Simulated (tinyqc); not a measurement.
What moves the results: thin-film optics by transfer matrices. A value that a table varies takes the place of the one given here.

Indices N = n + i k. Snell: N0 sin(theta) = N_j sin(theta_j), with Im(N_j cos theta_j) >= 0. Admittance y_j = N_j cos theta_j for s and N_j/cos theta_j for p. Phase delta_j = 2 pi N_j cos theta_j d_j/lambda. Layer matrix [[cos delta, -i sin delta/y], [-i y sin delta, cos delta]], multiplied from the top down to M. (B, C) = M (1, y_sub); r = (y0 B - C)/(y0 B + C), R = |r|^2, T = 4 Re y0 Re y_sub/|y0 B + C|^2, absorbed in the films 1 - R - T.

Ellipsometry: rho = tan(Psi) exp(i Delta) = -conj(r_p/r_s) with the r of the admittance formula, Delta in 0 to 360 degrees, so that a bare dielectric at small angles gives Delta = 180.

Values chosen for the exercise (indices near those of resist, ARC on polySi; shifted at random, so the results belong to these values and not to a real crystal):
- lam = 193 nm (vacuum wavelength)
- n0 = 1.44 (ambient index)
- n = (1.676, 1.826, 0.99) (n of resist, ARC, substrate)
- k = (0.02, 0.336, 2.148) (k in the same order)
- d = (487, 52.6) nm (thicknesses, top first)
- theta = 45 degrees (angle of incidence)
- pol = s (polarisation)

## Swing curve: thickness of the top film

The first entry of d takes the values listed.

Stack:
```
d_1 (nm),R,T,absorbed
487.0,0.0364,0.0464,0.9171
499.1,0.0571,0.0447,0.8983
511.2,0.0510,0.0442,0.9048
523.2,0.0242,0.0446,0.9311
535.3,0.0024,0.0446,0.9530
547.4,0.0079,0.0433,0.9489
559.5,0.0331,0.0413,0.9256
571.6,0.0516,0.0398,0.9086
583.6,0.0463,0.0394,0.9143
595.7,0.0223,0.0396,0.9381
607.8,0.0030,0.0394,0.9575
619.9,0.0079,0.0383,0.9537
632.0,0.0304,0.0367,0.9329
```

What can be read from the table?

R swings between 0.0024 and 0.0571 on these points. The period is lambda/(2 Re(N_1 cos theta_1)) = 72.5 nm, six rows. The swing shrinks from 0.0547 in the first period to 0.0486 in the second, as the film absorbs the wave that returns from below. The swing ratio (max - min)/mean is 1.90.

## Angle of incidence

Both polarisations.

Stack:
```
theta (degrees),R_s,R_p,Psi,Delta
0,0.0114,0.0114,45.00,180.00
15,0.0082,0.0073,43.47,172.52
30,0.0273,0.0179,39.02,182.56
45,0.0364,0.0077,24.63,198.49
55,0.0727,0.0010,6.57,124.85
60,0.0413,0.0078,23.56,314.64
65,0.0554,0.0186,30.08,27.10
70,0.1592,0.0316,24.01,1.41
75,0.1951,0.0955,34.98,352.17
80,0.2694,0.2060,41.17,359.72
85,0.5185,0.4446,42.80,1.84
```

What does this show, and why?

R_s and R_p agree at normal incidence (0.0114). R_p is lowest at 55 degrees of those listed (0.0010), where R_s = 0.0727; the top face alone would stop reflecting p light at arctan(n/n0) = 49.3 degrees, while the layers and the substrate below set where the minimum falls. R_s does not rise steadily, because the phase thickness of the films changes with the angle.

## Thickness of the antireflection layer under the resist

Light arrives at normal incidence from inside the resist, taken as the ambient with its real index n; the second entry of d takes the values listed.

Reflectance back into the resist:
```
d_2 (nm),R
0,0.4338
10,0.2255
20,0.0670
30,0.0389
40,0.0700
50,0.0808
60,0.0470
80,0.0011
100,0.0257
120,0.0097
```

What can be read from the table?

Without the layer R = 0.4338; the lowest value listed is 0.0011 at 80 nm, against a quarter wave lambda/(4 n) = 26.4 nm. A very thick layer would leave only its top interface, R = 0.0109, once absorption has removed the wave from below.

## Sensitivity of the reflectance

R for both polarisations. Each row changes one parameter from the base and keeps the others.

Results:
```
case,R_s,R_p,T_s
base,0.0364,0.0077,0.0464
"d = (492, 52.6) nm",0.0475,0.0085,0.0456
"n = (1.71, 1.826, 0.99)",0.0647,0.0101,0.0460
"k = (0.02, 0.336, 2.373)",0.0352,0.0078,0.0429
lam = 198 nm,0.0063,0.0049,0.0504
theta = 50 degrees,0.0068,0.0048,0.0415
```

What can be read from the table?

The largest shifts from the base row, up to three for each result and ties (the steps differ in size, so this ranks the rows, not the parameters). R_s: lam -0.0302, theta -0.0296, n +0.0283. R_p: theta -0.0028, lam -0.0028, n +0.0024. T_s: theta -0.0049, lam +0.0040, k -0.0035.

Computed by tinyqc, a small Python program: `OMP_NUM_THREADS=1 python tinyqc.py 1681675 1681676 out.jsonl` (the numbers bound the seed that draws the inputs); one thread of a shared host (Intel(R) Xeon(R) Processor @ 2.30GHz), about 0.01 s for the whole set of steps.
